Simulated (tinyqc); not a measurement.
# MOS capacitor on a p-type substrate, surface potential from the exact charge relation: what changes with what

Uniform p-type substrate, Boltzmann statistics, full ionisation, classical densities. psi is the surface potential against the body (positive when the bands bend down) and u = psi/Vt. Traps are spread evenly over the gap and neutral at flat band, so their charge is -q Dit psi; the minority quasi-Fermi level is shifted by Vb.

Values chosen for this exercise; band and dielectric values close to those of silicon: temperature T = 250 K; band gap Eg = 1.12 eV; relative permittivity eps_r = 11.7; conduction-band density of states at T Nc = 2.14e19 cm^-3; valence-band density of states at T Nv = 2e19 cm^-3; electron affinity chi = 4.09 eV; acceptor density of the substrate N = 1.1e15 cm^-3; relative permittivity of the gate insulator (close to silicon dioxide) eox = 3.9; insulator thickness tox = 7.4 nm; gate work function phiM = 5.1 eV; fixed charge at the interface, in units of q Nf = 0 cm^-2; density of interface traps Dit = 0 cm^-2 eV^-1; reverse bias of the inversion layer against the body Vb = 1.9 V.

Constants: q = 1.602176634e-19 C, kB = 1.380649e-23 J/K, Vt = kB T/q, eps0 = 8.8541878128e-14 F/cm where lengths are in cm. Results are converted to the units shown.

Each table varies one quantity; the others keep the values above.

## Capacitance-voltage curves

ni = sqrt(Nc Nv) exp(-Eg/(2 Vt)), Eg in volts; phiF = Vt ln(N/ni); Cox = eps0 eox/tox; Vfb = phiM - chi - (Eg - Vt ln(Nv/N)) - q Nf/Cox; Q0 = sqrt(2 eps0 eps_r q N Vt); r = (ni/N)^2 exp(-Vb/Vt); VT = Vfb + [(2 phiF + Vb)(1 + q Dit/Cox) + sqrt(2 eps0 eps_r q N (2 phiF + Vb))/Cox]. u = psi/Vt; F^2 = exp(-u) + u - 1 + r (exp(u) - u - 1); Qs = -sign(u) Q0 F; Cs = -dQs/dpsi = (Q0/Vt) |1 - exp(-u) + r (exp(u) - 1)|/(2 F). psi solves Vg = Vfb + psi + (q Dit psi - Qs)/Cox. Low frequency: 1/C_LF = 1/Cox + 1/(Cs + q Dit). High frequency, in the simple estimate in which traps and minority carriers do not follow: 1/C_HF = 1/Cox + 1/Cd, Cd being Cs with r = 0 at the same psi. Deep depletion: r = 0 and Dit = 0 both in the equation for psi and in Cs. Minority sheet density N_inv = (Q0/(2 q)) int_0^u r (exp(t) - 1)/F(t) dt for u > 0. N_inv under 1 cm^-2 is printed as 0. Regimes: accumulation when majority carriers gather, then depletion up to |psi| = phiF + Vb, weak inversion up to 2 phiF + Vb, strong inversion beyond.

Capacitance-voltage curves:

| Vg (V) | psi (V) | C_LF/Cox | C_HF/Cox | C_deep/Cox | N_inv (cm^-2) | regime |
|---|---|---|---|---|---|---|
| -0.59 | -0.1906 | 0.9209 | 0.9209 | 0.9209 | 0 | accumulation |
| -0.17 | -0.1348 | 0.7622 | 0.7622 | 0.7622 | 0 | accumulation |
| 0.25 | 0.1349 | 0.05721 | 0.05721 | 0.05721 | 0 | depletion |
| 0.67 | 0.5392 | 0.02767 | 0.02767 | 0.02767 | 0 | depletion |
| 1.09 | 0.9493 | 0.02082 | 0.02082 | 0.02082 | 0 | depletion |
| 1.51 | 1.361 | 0.01738 | 0.01738 | 0.01738 | 0 | depletion |
| 1.93 | 1.774 | 0.01523 | 0.01523 | 0.01523 | 0 | depletion |
| 2.34 | 2.179 | 0.01375 | 0.01375 | 0.01375 | 3.388 | depletion |
| 2.76 | 2.593 | 0.02317 | 0.01261 | 0.01261 | 6.941e8 | weak inversion |
| 3.18 | 2.765 | 0.8740 | 0.01221 | 0.01171 | 7.169e11 | strong inversion |
| 3.6 | 2.801 | 0.9413 | 0.01213 | 0.01098 | 1.837e12 | strong inversion |
| 4.02 | 2.820 | 0.9621 | 0.01209 | 0.01037 | 3.003e12 | strong inversion |

C_LF/Cox is lowest, 0.0137, at Vg = 2.34 V (depletion) among the rows listed and is 0.962 in the last row, where C_HF/Cox is 0.0121 and the deep-depletion value 0.0104. Vfb = 0.101 V, where C_HF/Cox = 0.165 (Cox in series with eps0 eps_r/LD), and VT = 2.76 V. Over the last two rows psi moves by only 0.047 V a volt of gate bias, since the inversion charge screens the body. In strong accumulation and inversion degeneracy and confinement, left out here, lower the capacitance.

## Effect of the insulator thickness on threshold and swing

ni = sqrt(Nc Nv) exp(-Eg/(2 Vt)), Eg in volts; phiF = Vt ln(N/ni); Cox = eps0 eox/tox; Vfb = phiM - chi - (Eg - Vt ln(Nv/N)) - q Nf/Cox; VT = Vfb + [(2 phiF + Vb)(1 + q Dit/Cox) + sqrt(2 eps0 eps_r q N (2 phiF + Vb))/Cox]. gamma = sqrt(2 eps0 eps_r q N)/Cox; Wm = sqrt(2 eps0 eps_r (2 phiF + Vb)/(q N)); m = 1 + (eps0 eps_r/Wm + q Dit)/Cox; swing m Vt ln 10; Cmin/Cox = 1/(1 + Cox Wm/(eps0 eps_r)).

The same in every row: Vfb (V) = 0.10130; 2 phiF (V) = 0.69594; Wm (nm) = 1746.9.

Effect of the insulator thickness on threshold and swing:

| tox (nm) | gamma (V^0.5) | VT (V) | m | swing (mV/decade) | Cmin/Cox |
|---|---|---|---|---|---|
| 1.9 | 0.010514 | 2.7142 | 1.0033 | 49.767 | 0.0032522 |
| 2.7 | 0.014941 | 2.7213 | 1.0046 | 49.835 | 0.0046153 |
| 4.1 | 0.022688 | 2.7338 | 1.0070 | 49.955 | 0.0069917 |
| 6.1 | 0.033756 | 2.7516 | 1.0105 | 50.125 | 0.010367 |
| 9 | 0.049804 | 2.7775 | 1.0155 | 50.372 | 0.015220 |
| 13 | 0.071939 | 2.8131 | 1.0223 | 50.713 | 0.021837 |
| 20 | 0.11068 | 2.8756 | 1.0343 | 51.309 | 0.033205 |
| 30 | 0.16601 | 2.9647 | 1.0515 | 52.161 | 0.048995 |

As tox goes from 1.9 to 30, VT rises from 2.71 to 2.96 V, the swing rises from 49.8 to 52.2 mV/decade and Cmin/Cox rises from 0.00325 to 0.0490. Vfb does not move. m - 1 goes as tox^(1.00), that is as 1/Cox.

## Effect of the reverse bias of the inversion layer against the body on threshold and swing

Same model as above.

In this table Dit = 0 cm^-2 eV^-1.

The same in every row: Vfb (V) = 0.1013; 2 phiF (V) = 0.6959; gamma (V^0.5) = 0.04095.

Result of one run:

| Vb (V) | VT (V) | Wm (nm) | m | swing (mV/decade) | Cmin/Cox |
|---|---|---|---|---|---|
| 0.8 | 1.647 | 1326 | 1.017 | 50.44 | 0.01646 |

What becomes of these results when the reverse bias of the inversion layer against the body Vb is changed from 0.8 to 1.2 V, all else the same?

Result of the changed run:

| Vb (V) | VT (V) | Wm (nm) | m | swing (mV/decade) | Cmin/Cox |
|---|---|---|---|---|---|
| 1.2 | 2.054 | 1493 | 1.015 | 50.34 | 0.01465 |

The whole series:

| Vb (V) | VT (V) | Wm (nm) | m | swing (mV/decade) | Cmin/Cox |
|---|---|---|---|---|---|
| 0 | 0.8314 | 904.5 | 1.025 | 50.82 | 0.02396 |
| 0.4 | 1.240 | 1135 | 1.020 | 50.58 | 0.01918 |
| 0.8 | 1.647 | 1326 | 1.017 | 50.44 | 0.01646 |
| 1.2 | 2.054 | 1493 | 1.015 | 50.34 | 0.01465 |
| 1.6 | 2.459 | 1643 | 1.014 | 50.28 | 0.01333 |
| 2 | 2.864 | 1780 | 1.012 | 50.22 | 0.01232 |
| 2.4 | 3.269 | 1908 | 1.012 | 50.18 | 0.01150 |
| 2.8 | 3.674 | 2027 | 1.011 | 50.15 | 0.01083 |

As Vb goes from 0 to 2.8, VT rises from 0.831 to 3.67 V, the swing falls from 50.8 to 50.1 mV/decade and Cmin/Cox falls from 0.0240 to 0.0108. Vfb does not move. The slope |dVT/dVb| between the first two rows is 1.02, close to m (VT is counted against the body; against the source it is m - 1).

tinyqc, about 0.01 s, one thread, Intel Xeon 2.30GHz (shared host): `OMP_NUM_THREADS=1 python tinyqc.py 2060125 2060126 out.jsonl`
